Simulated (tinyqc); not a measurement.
Grain growth, pinning, strength and diffusional creep of a polycrystal or thin film. From one set of inputs to another, one input at a time. Computed by tinyqc, a small Python program. Command: `OMP_NUM_THREADS=1 python tinyqc.py 3011504 3011505 out.jsonl grain ladder`. One thread of a shared host (Intel(R) Xeon(R) Processor @ 2.30GHz), about 0.01 s of CPU time with the checks.

One mean grain size d describes the structure.

The inputs printed are set A. Inputs not listed in the table keep their values of set A, so the rows need not describe a real material.

Inputs (values chosen for the exercise, modelled on copper): shear modulus G = 47 GPa; Burgers vector b = 2.556 angstrom; atomic volume Omega = 11.81 angstrom^3; boundary energy gamma = 0.62 J/m^2; mobility prefactor M0 = 1.6e-05 m^4/(J s); activation energy of boundary motion Q_m = 1.28 eV; anneal temperature T = 575 K; anneal time t = 420 s; initial grain size d0 = 49 nm; particle volume fraction f = 0.002; particle radius r = 5.6 nm; film thickness h = 630 nm; surface energy gamma_s = 1.5 J/m^2; friction stress sigma_0 = 22 MPa; Hall-Petch slope k_y = 0.11 MPa m^0.5; lattice diffusion energy Q_l = 2.16 eV; boundary diffusion energy Q_b = 0.922 eV; lattice prefactor D0 = 3.1e-05 m^2/s; boundary prefactor delta D0b = 5.5e-15 m^3/s; applied stress sigma = 160 MPa; service temperature T_c = 425 K.

Sample: thin film on a substrate.

Constants: k_B = 8.617333262e-05 eV/K; k_B = 1.380649e-23 J/K.

Method:
- M = M0 exp(-Q_m/(k_B T)). The driving pressure is 2 gamma/d. Zener pinning pressure 3 f gamma/(2 r) stops growth at d_Z = 4 r/(3 f). Grooves where boundaries meet the surface have the angle theta = arcsin(gamma/(2 gamma_s)) and are taken to stop growth at d_h = h/(2 theta), a few film thicknesses; the limit is 1/d_lim = 1/d_Z + 1/d_h.
- dd/dt = 2 M gamma (1/d - 1/d_lim) integrates to 2 M gamma t = d_lim (d0 - d) + d_lim^2 ln[(d_lim - d0)/(d_lim - d)]; without pinning d^2 = d0^2 + 4 M gamma t.
- Hall-Petch term k_y/sqrt(d). Orowan term 3.06 x 0.4 G b ln(2 rbar/b)/(pi lambda sqrt(1 - nu)) with nu = 1/3, rbar = sqrt(2/3) r, lambda = rbar (sqrt(pi/f) - 2). Film term (threading dislocation, matched substrate, the geometry of an fcc (111) film taken for all cases): 3.464 G b ln(2 h/b)/(4 pi (1 - nu) h). The terms are added to sigma_0.
- Nabarro-Herring rate = 14 sigma Omega D_l/(k_B T d^2), D_l = D0 exp(-Q_l/(k_B T)); Coble rate = 14 pi sigma Omega delta D_b/(k_B T d^3), delta D_b = delta D0b exp(-Q_b/(k_B T)); they are equal at d_x = pi delta D_b/D_l.

Each row keeps all changes above it:
```
input moved                                       from       to  yield stress (MPa)  time to 1 % strain (s)  Orowan term (MPa)
set A                                                -        -              412.47              2.6865e+02             119.17
activation energy of boundary motion Q_m (eV)     1.28     1.07              315.22              1.2997e+04             119.17
mobility prefactor M0 (m^4/(J s))              1.6e-05  1.8e-07              423.94              1.9352e+02             119.17
boundary energy gamma (J/m^2)                     0.62     0.52              431.39              1.5788e+02             119.17
applied stress sigma (MPa)                         160       11              431.39              2.2964e+03             119.17
shear modulus G (GPa)                               47     47.4              432.97              2.2964e+03             120.19
boundary diffusion energy Q_b (eV)               0.922     1.05              432.97              7.5667e+04             120.19
service temperature T_c (K)                        425      550              432.97              1.4490e+02             120.19
```

Where does the difference come from?

Yield stress goes from 412 to 433, a factor 1.05 in all. The largest single move comes from mobility prefactor M0 (a factor 1.34), and activation energy of boundary motion Q_m works against it (a factor 0.764). Time to 1 % strain goes from 269 to 145, a factor 0.539 in all. The largest single move comes from service temperature T_c (a factor 0.00191), and activation energy of boundary motion Q_m works against it (a factor 48.4). Orowan term goes from 119 to 120, a factor 1.009 in all. The largest single move comes from shear modulus G (a factor 1.009). The single moves hold for this order of the switches; the total does not depend on the order.

Caution (rows set A, mobility prefactor M0, boundary energy gamma, applied stress sigma, shear modulus G, boundary diffusion energy Q_b, service temperature T_c): the grains are smaller than the film is thick, so they are not columnar, and the groove drag and film term are overstated. Caution (rows set A, activation energy of boundary motion Q_m, mobility prefactor M0, boundary energy gamma): sigma Omega is not small against k_B T, as the linear creep laws assume.

Extremes, crossings and ranges named in words are read from the listed rows.
